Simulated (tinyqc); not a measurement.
Planar ballistic transistor, top-of-the-barrier model: two steps of the calculation.

At the top of the source barrier, states moving towards the drain are filled by the source (Fermi level 0) and states moving back by the drain (Fermi level -q Vd); nothing scatters. U is the shift of the band edge there, set by the capacitances CG, CD and CS (the total) and by the charge. Parabolic two-dimensional band; the source is grounded.

Inputs (values chosen for the exercise); mass and valleys close to those of germanium:
```
symbol  value  unit                                                                 meaning
T          77     K                                                             temperature
m       0.115    m0                                                          effective mass
gv          4                                                             valley degeneracy
eox       3.9                                   relative permittivity of the gate insulator
tox       2.3    nm                                                     insulator thickness
aG       0.83                                                            gate control CG/CS
aD      0.072                                                           drain control CD/CS
E0       0.29    eV  band edge at the barrier top above the source Fermi level at zero bias
Vg       0.47     V                                                            gate voltage
Vd        0.6     V                                                           drain voltage
```

Constants: q = 1.602176634e-19 C, kB = 1.380649e-23 J/K, hbar = 1.054571817e-34 J s, m0 = 9.1093837015e-31 kg, Vt = kB T/q, eps0 = 8.8541878128e-14 F/cm where lengths are in cm. Results are converted to the units shown.

Question 1. Density of states, capacitances and charge at zero bias. N0 = gv m kB T/(pi hbar^2), CG = eps0 eox/tox, vT = sqrt(2 kB T/(pi m)), CS = CG/aG, n0 = n at U = 0 and Vd = 0. eta1 = -(E0 + U)/Vt, eta2 = eta1 - Vd/Vt, n = (N0/2)[F_0(eta1) + F_0(eta2)], F_0(x) = ln(1 + exp x). UL = -(aG Vg + aD Vd).

Wanted: N0; CG; CS; n0; UL.

Answer 1.

N0 = 1.275e12 cm^-2
CG = 1.501 uF/cm^2
CS = 1.809 uF/cm^2
n0 = 1.332e-7 cm^-2
UL = -0.4333 eV

Question 2. Current, mean velocity and share of the gate voltage. I = q (N0/2) vT [F_(1/2)(eta1) - F_(1/2)(eta2)] per width, F_(1/2)(x) = (2/sqrt(pi)) int_0^infinity u^(1/2)/(1 + exp(u - x)) du. Mean velocity I/(q n). CQ = (q/Vt) dn/d(eta1); the band edge follows the gate as -dU/dVg = aG/(1 + CQ/CS).

converged U = -0.30442924 eV

Find: eta1; n; I; mean velocity; CQ; -dU/dVg.

Answer 2.

eta1 = 2.175
n = 1.455e12 cm^-2
I = 253.3 uA/um
mean velocity = 1.087e7 cm/s
CQ = 13.82 uF/cm^2
-dU/dVg = 0.09605 eV/V

The carriers from the source are degenerate (eta1 = 2.17), and the mean velocity is 1.35 times vT = sqrt(2 kB T/(pi m)) = 8.04e6 cm/s.

Program tinyqc, `OMP_NUM_THREADS=1 python tinyqc.py 2400123 2400124 out.jsonl`; Intel Xeon 2.30GHz, shared host, one thread, about 0.01 s.
